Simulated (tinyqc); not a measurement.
Inside a calculation. Model: surface potential of a MOS transistor: implicit equation and explicit approximations.

Numbers from tinyqc (`OMP_NUM_THREADS=1 python tinyqc.py 2122086 2122087 out.jsonl`; about 0.01 s on one thread of a shared Intel Xeon 2.30GHz). Printed values are rounded.

p-type body, charge-sheet picture, depletion and inversion only, full ionisation (an idealisation for deep acceptors), Boltzmann statistics (rough once Na exp(x - xn) passes about Nc/7). In units of Vt: xg = (Vg - Vfb)/Vt, x = psi/Vt, G = gamma/sqrt(Vt), xn = (2 phiF + Vc)/Vt. The implicit equation is (xg - x)^2 = G^2 [x - 1 + exp(x - xn)] for x above about 3. Cox = eps0 eox/tox.

Inputs (values chosen for the exercise); band and dielectric values close to those of silicon: temperature T = 250 K; band gap Eg = 1.13 eV; relative permittivity eps_r = 11.8; conduction-band density of states at T Nc = 2.14e19 cm^-3; valence-band density of states at T Nv = 1.98e19 cm^-3; relative permittivity of the gate insulator (close to silicon dioxide) eox = 3.9; insulator thickness tox = 4.4 nm; acceptor density Na = 6.7e16 cm^-3; flat-band voltage Vfb = -0.42 V; channel-body voltage Vc = 0.5 V; gate-body voltage Vg = 1.06 V.

Constants: q = 1.602176634e-19 C, kB = 1.380649e-23 J/K, Vt = kB T/q, eps0 = 8.8541878128e-14 F/cm where lengths are in cm. Results are converted to the units shown.

## Scales

ni = sqrt(Nc Nv) exp(-Eg/(2 Vt)), Eg in volts; phiF = Vt ln(Na/ni); gamma = sqrt(2 q eps0 eps_r Na)/Cox; VT = Vfb + Vt (xn + G sqrt(xn - 1)).

phiF = 0.441608 V
gamma = 0.190837 V^0.5
G = 1.30019
xn = 64.2063
VT = 1.18591 V
xg = 68.6987

## Explicit approximation

Depletion value a = 1 + [sqrt(G^2/4 + xg - 1) - G/2]^2; inversion value b = xn + ln[(xg - xn)^2/G^2 - xn + 1] and first guess y = min(a, b) - ln(1 + exp(-|a - b|)) if a > xn + 1, else b = y = a; one second-order correction with D = exp(y - xn), p = 2 (xg - y) + G^2 (1 + D), w = (xg - y)^2 - G^2 (y - 1 + D): z = y + 2 w/(p + sqrt(p^2 - 2 (2 - G^2 D) w)), or the Newton step z = y + w/p where the root is not real.

a = 58.8128
b = 58.8128
y = 58.8128
p = 21.4700
w = -0.00768539
z = 58.8125

The root of the implicit equation is x = 58.8125; y misses it by 3.6e-4 and z by 0, in units of Vt.

## Starting value

x = y rounded to two decimals.

x at the start = 58.81

## Iteration 1: new x

D = exp(x - xn), f = (xg - x)^2 - G^2 (x - 1 + D), f' = -2 (xg - x) - G^2 (1 + D), x(new) = x - f/f'.

D = 0.00453350
f = 0.0526335
f' = -21.4756
x after iteration 1 = 58.8125

## Iteration 2: new x

As before.

D = 0.00454463
f = 5.98361e-6
f' = -21.4708
x after iteration 2 = 58.8125

## Course of the iteration

Stop when the step is below 1e-11, or after 60 iterations.

Course of the iteration:
```
iteration  x before the step      step
1                      58.81   2.45e-3
2                    58.8125   2.79e-7
3                    58.8125  7.11e-15
```

Converged in 3 iterations.

## Potential, charges and gate control

converged x = 58.8125

psi = Vt x; N_dep = Cox Vt G sqrt(x - 1)/q; N_inv = (Cox Vt G/q) [sqrt(x - 1 + exp(x - xn)) - sqrt(x - 1)]; dpsi/dVg = 1/[1 + G^2 (1 + exp(x - xn))/(2 (xg - x))].

psi = 1.26702 V
N_dep = 1.04323e12 cm^-2
N_inv = 4.1003e7 cm^-2
dpsi/dVg = 0.920908

psi lies 5.4 Vt below 2 phiF + Vc.
